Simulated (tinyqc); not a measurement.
Interface roughness in a thin film (subband fluctuation and scattering): one step. Threshold variation. Three cases, with inputs chosen for the exercise.

Task: Averaged over an area A = Lg Wg much larger than Lc^2, the thickness varies by D sqrt(pi Lc^2/A), so sigma(Vt) = G D Lc sqrt(pi/A)/e; the Pelgrom coefficient is sigma sqrt(A) (1 micrometre = 1e4 angstrom).

Case 1.

Values chosen (near those of a thin GaN channel; shifted at random, so the results belong to these values and not to a real crystal): D = 4 angstrom (rms height of the roughness); Lc = 30 angstrom (correlation length); Lg = 150 angstrom (gate length); Wg = 150 angstrom (gate width).

G = |dE1/dt| = 1.891368 meV/angstrom

Case 2.

Values chosen (near those of a thin GaN channel; shifted at random, so the results belong to these values and not to a real crystal): D = 2.9 angstrom (rms height of the roughness); Lc = 20 angstrom (correlation length); Lg = 120 angstrom (gate length); Wg = 250 angstrom (gate width).

G = |dE1/dt| = 2.127945 meV/angstrom

Case 3.

Values chosen (near those of a thin Ge channel on (111), one valley; shifted at random, so the results belong to these values and not to a real crystal): D = 2.4 angstrom (rms height of the roughness); Lc = 18 angstrom (correlation length); Lg = 300 angstrom (gate length); Wg = 1000 angstrom (gate width).

G = |dE1/dt| = 5.128840 meV/angstrom

Give: rms of the mean thickness; sigma(Vt); coefficient.

Result:

Case 1.

rms of the mean thickness = 1.418 angstrom
sigma(Vt) = 2.682 mV
coefficient = 0.0402 mV micrometre

Case 2.

rms of the mean thickness = 0.594 angstrom
sigma(Vt) = 1.263 mV
coefficient = 0.0219 mV micrometre

Case 3.

rms of the mean thickness = 0.140 angstrom
sigma(Vt) = 0.717 mV
coefficient = 0.0393 mV micrometre

The electrostatic effect of the thickness is left out.

Computed by tinyqc, one run a case: `OMP_NUM_THREADS=1 python tinyqc.py N N+1 out.jsonl` with N = 1280756, 1280956, 1281126; one thread of a shared Intel(R) Xeon(R) Processor @ 2.30GHz, about 0.01 s a run at most.
